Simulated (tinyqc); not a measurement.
Berg model of reactive sputtering of a nitride or oxide: poisoning, hysteresis and pumping speed. Changing the compound yield Y_c. Computed by tinyqc, a small Python program. Command: `OMP_NUM_THREADS=1 python tinyqc.py 3024842 3024843 out.jsonl berg sweep`. One thread of a shared host (Intel(R) Xeon(R) Processor @ 2.30GHz), about 0.02 s of CPU time with the checks.

A diatomic gas reacts with bare metal on the target and on the collecting surfaces; ions remove metal and compound from the target. theta_t and theta_c are the compound fractions.

Inputs (values chosen for the exercise, close to those used for titanium dioxide): ion current density J = 6.5 mA/cm^2; target area A_t = 270 cm^2; collecting area A_c = 5700 cm^2; metal yield Y_m = 0.55; sticking coefficient alpha = 0.73; reactive atoms per metal atom z = 2; gas mass M = 32 u; pumping speed S = 1000 l/s; gas temperature T = 300 K; reactive partial pressure P = 0.037 Pa.

Constants: e = 1.602176634e-19 C; u = 1.6605390666e-27 kg; k_B = 1.380649e-23 J/K.

Method. Ion flux j = J/e; gas flux F = P/sqrt(2 pi M k_B T). Target: (2/z) alpha F (1 - theta_t) = j Y_c theta_t. Sputtered flows F_c = j Y_c theta_t A_t, F_m = j Y_m (1 - theta_t) A_t. Collector: (2/z) alpha F (1 - theta_c) A_c + F_c (1 - theta_c) = F_m theta_c. Gas use Q = alpha F [(1 - theta_t) A_t + (1 - theta_c) A_c] + P S/(k_B T); 1 sccm = 4.4780e17 molecules/s. Rate R = F_m + F_c, given relative to j Y_m A_t. P is a single-valued function of the flow Q only if dQ/dP > 0 everywhere: S must exceed k_B T times the steepest fall of the surface terms with P.

One run for each value; columns: (1) compound yield Y_c; (2) critical pumping speed (l/s); (3) rate relative to clean metal; (4) theta_t; (5) pressure of the steepest fall (Pa):
```
(1)     (2)     (3)     (4)       (5)
0.017  2934  0.0400  0.9906  0.000830
0.025  2561  0.0586  0.9862  0.001031
0.039  2115  0.0907  0.9787  0.001334
0.060  1679  0.1380  0.9676  0.001732
0.091  1267  0.2058  0.9516  0.002268
0.140   863  0.3086  0.9275  0.003080
0.220   483  0.4657  0.8906  0.004500
0.330   197  0.6623  0.8444  0.007165
```

What does the table show, and why?

Over the rows, critical pumping speed (l/s) falls from 2930 to 197 (exponent d ln y / d ln x -0.35 between the first rows and -2.2 between the last); rate relative to clean metal rises from 0.0400 to 0.662 (exponent d ln y / d ln x 0.99 between the first rows and 0.87 between the last); theta_t falls from 0.991 to 0.844 (exponent d ln y / d ln x -0.011 between the first rows and -0.13 between the last). The closer Y_c comes to Y_m, the less poisoning changes the metal supply.
